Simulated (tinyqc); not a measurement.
# Undoped symmetric double-gate MOSFET, analytic potential model: effects of single changes

An undoped body of thickness ts between two equal insulators and tied gates; long channel, electrons only, n = ni exp((psi - V)/Vt) with V the quasi-Fermi potential (0 at the source, Vd at the drain), constant mobility, no quantisation. Across the body psi(x) = V - 2 Vt ln[(ts/(2 beta)) sqrt(q ni/(2 eps0 eps_r Vt)) cos(2 beta x/ts)], x from the centre. Q is the electron charge per area of the whole body.

Values chosen for this exercise; material values those of a made-up semiconductor: temperature T = 350 K; band gap Eg = 1.41 eV; relative permittivity of the semiconductor eps_r = 11.5; conduction-band density of states at T Nc = 6.35e17 cm^-3; valence-band density of states at T Nv = 1.47e19 cm^-3; relative permittivity of the gate insulator eox = 21; insulator thickness tox = 12 nm; body thickness ts = 12 nm; gate work function less that of the intrinsic body dphi = 0.19 V; channel mobility mu = 250 cm^2/(V s); gate length L = 2 um; drain voltage Vd = 0.05 V.

Constants: q = 1.602176634e-19 C, kB = 1.380649e-23 J/K, Vt = kB T/q, eps0 = 8.8541878128e-14 F/cm where lengths are in cm. Results are converted to the units shown.

Each table varies one quantity; the others keep the values above.

## Transfer curve and volume inversion

ni = sqrt(Nc Nv) exp(-Eg/(2 Vt)), Eg in volts; r = eps_r tox/(eox ts); V0 = dphi + 2 Vt ln[(2/ts) sqrt(2 eps0 eps_r Vt/(q ni))]. beta (between 0 and pi/2) solves (Vg - V0 - V)/(2 Vt) = ln(beta) - ln(cos beta) + 2 r beta tan(beta). Q = 8 eps0 eps_r Vt beta tan(beta)/ts; I = mu (1/L)(4 eps0 eps_r/ts)(2 Vt)^2 [g(beta_s) - g(beta_d)] per width, g = beta tan(beta) - beta^2/2 + r beta^2 tan^2(beta), with beta_s at V = 0 and beta_d at V = Vd. The drop is psi(surface) - psi(centre) at the source end; C = dQs/dVg, Cg = 2 eps0 eox/tox; gm = dI/dVg.

Results:
```
Vg (V)	Qs (nC/cm^2)	drop (mV)	C/Cg	I (uA/um)	gm/I (1/V)
0.56	0.008812	0.001298	9.427e-5	2.689e-5	33.15
0.67	0.3365	0.04956	0.003584	0.001029	33.06
0.9	125.6	16.77	0.5039	0.5638	14.82
1.01	333.2	38.44	0.6886	1.759	7.242
1.12	584.9	58.11	0.7789	3.283	4.497
1.23	860.1	74.54	0.8318	4.976	3.198
1.35	1177	89.36	0.8682	6.936	2.406
1.46	1477	100.8	0.8908	8.800	1.951
```

Estimate the missing row, Vg = 0.79 V.

Computed row:
```
Vg (V)	Qs (nC/cm^2)	drop (mV)	C/Cg	I (uA/um)	gm/I (1/V)
0.79	14.73	2.143	0.1308	0.04851	29.47
```

With this row back in the table: The current rises from 2.69e-5 to 8.80 uA/um. In the first row gm/I is 33.2 1/V, within 0.01 % of 1/Vt: with no depletion charge the whole body follows the gate, and the swing is ideal. The drop between surface and centre goes from 0.0013 to 101 mV and passes Vt at Vg = 1.01 V among the rows; below that the density varies across the body by less than a factor of e (volume inversion). C reaches 0.89 of Cg in the last row. For Vg = 0.9 to 1.46 V the surface density at the source passes 0.3 Nc, where Boltzmann statistics fail.

## Effect of the gate work function less that of the intrinsic body

Q = 8 eps0 eps_r Vt beta tan(beta)/ts; I = mu (1/L)(4 eps0 eps_r/ts)(2 Vt)^2 [g(beta_s) - g(beta_d)] per width, g = beta tan(beta) - beta^2/2 + r beta^2 tan^2(beta), with beta_s at V = 0 and beta_d at V = Vd.  I(low) is taken at Vg = 0.61 V, Qs and I(high) at Vg = 1.36 V.

Effect of the gate work function less that of the intrinsic body:
```
dphi (V)	V0 (V)	I(low) (nA/um)	Qs(high) (nC/cm^2)	I(high) (uA/um)
0.04	0.71321	19.362	1615.4	9.6621
0.09	0.76321	3.8464	1476.7	8.7996
0.14	0.81321	0.73918	1339.4	7.9461
0.19	0.86321	0.14109	1203.6	7.1031
0.24	0.91321	0.026894	1069.7	6.2726
0.29	0.96321	0.0051252	937.94	5.4571
0.34	1.0132	9.7667e-4	808.80	4.6595
```

As dphi goes from 0.04 to 0.34 V, I(low) falls from 19.4 to 9.77e-4 nA/um and I(high) falls from 9.66 to 4.66 uA/um. V0 rises from 0.713 to 1.01 V. In every row the surface density at the source at the higher gate voltage passes 0.3 Nc, where Boltzmann statistics fail.

## Effect of the insulator thickness

Same model as above.

The same in every row: V0 (V) = 0.8632.

Effect of the insulator thickness:
```
tox (nm)	I(low) (nA/um)	Qs(high) (nC/cm^2)	I(high) (uA/um)
4	0.1411	3093	18.11
5.8	0.1411	2254	13.24
8.3	0.1411	1657	9.754
12	0.1411	1204	7.103
17	0.1411	887.6	5.249
25	0.1410	631.6	3.742
36	0.1410	456.3	2.708
```

Read the table: what changes, and by how much?

As tox goes from 4 to 36 nm, I(low) stays near 0.141 nA/um and I(high) falls from 18.1 to 2.71 uA/um. On average I(low) is independent of tox and I(high) goes as tox^(-0.86). Below threshold no voltage drops over the insulator in this long-channel model, so its thickness does not matter there. In every row the surface density at the source at the higher gate voltage passes 0.3 Nc, where Boltzmann statistics fail.

tinyqc, about 0.01 s, one thread, Intel Xeon 2.30GHz (shared host): `OMP_NUM_THREADS=1 python tinyqc.py 2440062 2440063 out.jsonl`
